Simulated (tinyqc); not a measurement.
Inside a calculation. Method: coherent transport through a tight-binding region between two chains. One step of it, computed by the program tinyqc.

Problem. Transmission at E = -0.3 eV. Surface Green function g = (E - i sqrt(4 t^2 - E^2)) / (2 t^2); self-energy tc^2 g on each contact site; G = (E - H - Sigma)^(-1); Gamma = -2 Im Sigma; T = Gamma_L Gamma_R |G_LR|^2; local density of states -Im G_ii / pi.

H of the central region (eV), lower triangle:
```
           1          2          3
1   0.350000
2  -2.170000  -0.790000
3   0.000000  -2.170000  -0.350000
```

Leads: semi-infinite chains with site energy 0:

| parameter | value |
|---|---|
| lead hopping t (eV) | 2.040000 |
| coupling to the left lead (eV) | 0.770000 |
| coupling to the right lead (eV) | 1.070000 |
| left contact site | 1 |
| right contact site | 3 |

E = -0.300000 eV

Give: g; G; local density of states; transmission.

Solution.

g = -0.0360-0.4889i 1/eV

G (1/eV), lower triangle:
```
                 1               2                3
1  -0.5368-0.8086i
2   0.1973-0.1625i  0.0355-0.0734i
3   0.4923+0.8453i  0.2555+0.1791i  -0.5500-0.8857i
```

local density of states (1/eV): 0.2574  0.0234  0.2819

transmission = 0.6209
